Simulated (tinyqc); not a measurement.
Worked calculation: one-electron ion in a basis of Gaussians. One step of it, computed by the program tinyqc.

Question. Matrices over normalised Gaussians. With p = a_i + a_j and I(k) = Gamma((k+1)/2) / (2 p^((k+1)/2)): S = I(2l+2), T = (2l+3) a_i a_j S / p, V = -Z I(2l+1), each divided by sqrt(S_ii S_jj).

exponents of r^l exp(-a r^2) (1/bohr^2): 0.017070  0.060130  0.211900  0.746500  2.630000  9.268000

Z = 2

l = 2

Give: S; T; V.

Answer.

S:
```
        1       2       3       4       5       6
1  1.0000  0.5209  0.1051  0.0141  0.0016  0.0002
2  0.5209  1.0000  0.5207  0.1051  0.0141  0.0016
3  0.1051  0.5207  1.0000  0.5209  0.1051  0.0141
4  0.0141  0.1051  0.5209  1.0000  0.5208  0.1051
5  0.0016  0.0141  0.1051  0.5208  1.0000  0.5207
6  0.0002  0.0016  0.0141  0.1051  0.5207  1.0000
```

T (hartree):
```
        1       2       3       4       5        6
1  0.0597  0.0485  0.0116  0.0016  0.0002   0.0000
2  0.0485  0.2105  0.1707  0.0409  0.0058   0.0007
3  0.0116  0.1707  0.7417  0.6018  0.1443   0.0204
4  0.0016  0.0409  0.6018  2.6128  2.1199   0.5081
5  0.0002  0.0058  0.1443  2.1199  9.2050   7.4672
6  0.0000  0.0007  0.0204  0.5081  7.4672  32.4380
```

V (hartree):
```
         1        2        3        4        5        6
1  -0.2224  -0.1742  -0.0605  -0.0148  -0.0032  -0.0007
2  -0.1742  -0.4174  -0.3269  -0.1136  -0.0277  -0.0060
3  -0.0605  -0.3269  -0.7835  -0.6137  -0.2133  -0.0521
4  -0.0148  -0.1136  -0.6137  -1.4707  -1.1519  -0.4002
5  -0.0032  -0.0277  -0.2133  -1.1519  -2.7604  -2.1618
6  -0.0007  -0.0060  -0.0521  -0.4002  -2.1618  -5.1819
```
